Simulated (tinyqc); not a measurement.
# Gain factor and gap resistance from two string resistances

Question. At small bit-line voltage each of the 96 cells has the resistance 1/(K x) at overdrive x (no mobility reduction) in series with a gap resistance Rg. Find K, Rg and the share of the gaps at the higher overdrive.

resistance of a string of 96 equal cells at overdrives of 3.7 and 8.6 V (kohm): [1287.3610, 739.83669]

Solution. The resistance per cell is a straight line in 1/x with slope 1/K and intercept Rg.

K = 27.0 uA/V^2
Rg = 3.40 kohm
share of the gaps = 44.1 %

Computed by the program tinyqc: `OMP_NUM_THREADS=1 python tinyqc.py 2142211 2142212 out.jsonl`, one thread of a shared Intel Xeon 2.30GHz, about 0.9 s for the whole run.
